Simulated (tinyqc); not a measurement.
# Ellipsometry and reflectance of a transparent film on an absorbing substrate: effects of single changes

Air (index 1), film, substrate with N2 = n2 - i k2; time factor exp(+i w t). q_j = sqrt(N_j^2 - sin^2 th), root with positive real part. Fresnel coefficients r_s = (q_a - q_b)/(q_a + q_b), r_p = (N_b^2 q_a - N_a^2 q_b)/(N_b^2 q_a + N_a^2 q_b). tan(Psi) exp(i Delta) = R_p/R_s, Delta taken from 0 to 360 degrees.

Inputs (values chosen for the exercise); indices close to those of aluminium oxide on silicon: wavelength lam = 632.8 nm; angle of incidence th = 60 degrees; index of the transparent film n1 = 1.674; film thickness d = 30 nm; index of the substrate n2 = 3.882; extinction coefficient of the substrate k2 = 0.019.

Each table varies one quantity; the others keep the values above.

## Psi and Delta against the film thickness

beta = 2 pi d q1/lam, X = exp(-2 i beta), R = (r01 + r12 X)/(1 + r01 r12 X) for p and s. The last column is the derivative of Delta.

Results:

| d (nm) | Psi (degrees) | Delta (degrees) | \|R_p\|^2 | \|R_s\|^2 | dDelta/dd (degrees/nm) |
|---|---|---|---|---|---|
| 0 | 23.378 | 179.72 | 0.10981 | 0.58766 | -1.1949 |
| 24 | 24.067 | 151.44 | 0.11136 | 0.55822 | -1.1461 |
| 49 | 26.728 | 124.48 | 0.11541 | 0.45516 | -0.99362 |
| 73 | 33.781 | 103.19 | 0.11982 | 0.26774 | -0.77812 |
| 122 | 60.504 | 277.57 | 0.12282 | 0.039304 | -1.3214 |
| 147 | 34.046 | 257.06 | 0.11989 | 0.26260 | -0.77388 |
| 171 | 26.818 | 235.89 | 0.11550 | 0.45194 | -0.98941 |
| 196 | 24.099 | 209.01 | 0.11141 | 0.55685 | -1.1440 |
| 220 | 23.378 | 180.75 | 0.10981 | 0.58763 | -1.1949 |

Estimate the missing row, d = 98 nm.

Computed row:

| d (nm) | Psi (degrees) | Delta (degrees) | \|R_p\|^2 | \|R_s\|^2 | dDelta/dd (degrees/nm) |
|---|---|---|---|---|---|
| 98 | 59.480 | 82.960 | 0.12280 | 0.042675 | -1.2464 |

With this row back in the table: Psi goes from 23.4 through a maximum of 60.5 (at d = 122 nm among the rows listed) to 23.4 degrees. The period is 220.9 nm, after which Psi and Delta return to the values of the bare substrate, so one angle and wavelength fix d only up to a multiple of it. The size of the slope of Delta runs from 0.774 to 1.32 degrees/nm among the rows; Delta is counted modulo 360 degrees, and sharper features can lie between the rows.

## Effect of the angle of incidence

Same model as above.

dDelta/dd is the derivative of Delta; period lam/(2 q1).

Result of one run:

| th (degrees) | Psi (degrees) | Delta (degrees) | \|R_p\|^2 | \|R_s\|^2 | dDelta/dd (degrees/nm) | period (nm) |
|---|---|---|---|---|---|---|
| 85 | 32.753 | 17.915 | 0.37174 | 0.89830 | 0.16584 | 235.19 |

What becomes of these results when the angle of incidence th is changed from 85 to 70 degrees, all else the same?

Result of the changed run:

| th (degrees) | Psi (degrees) | Delta (degrees) | \|R_p\|^2 | \|R_s\|^2 | dDelta/dd (degrees/nm) | period (nm) |
|---|---|---|---|---|---|---|
| 70 | 17.524 | 107.10 | 0.065474 | 0.65668 | -1.4500 | 228.39 |

The whole series:

| th (degrees) | Psi (degrees) | Delta (degrees) | \|R_p\|^2 | \|R_s\|^2 | dDelta/dd (degrees/nm) | period (nm) |
|---|---|---|---|---|---|---|
| 50 | 31.486 | 160.39 | 0.17045 | 0.45440 | -0.66040 | 212.57 |
| 55 | 28.187 | 153.90 | 0.14201 | 0.49448 | -0.86258 | 216.73 |
| 60 | 24.480 | 144.64 | 0.11216 | 0.54105 | -1.1189 | 220.86 |
| 65 | 20.617 | 130.37 | 0.084198 | 0.59485 | -1.3995 | 224.81 |
| 70 | 17.524 | 107.10 | 0.065474 | 0.65668 | -1.4500 | 228.39 |
| 75 | 17.525 | 73.493 | 0.072525 | 0.72734 | -0.72496 | 231.42 |
| 80 | 22.861 | 41.102 | 0.14356 | 0.80763 | 0.056071 | 233.73 |
| 85 | 32.753 | 17.915 | 0.37174 | 0.89830 | 0.16584 | 235.19 |

Psi goes from 31.5 through a minimum of 17.5 (at th = 70 among the rows listed) to 32.8 degrees and |R_p|^2 goes from 0.170 through a minimum of 0.0655 (at th = 70 among the rows listed) to 0.372. The slope of Delta is largest in size, 1.45 degrees/nm, at th = 70 among the rows. The bare substrate has its smallest |R_p| near arctan(n2) = 75.6 degrees.

Numbers from tinyqc (`OMP_NUM_THREADS=1 python tinyqc.py 2870218 2870219 out.jsonl`; about 0.3 s on one thread of a shared Intel Xeon 2.30GHz).
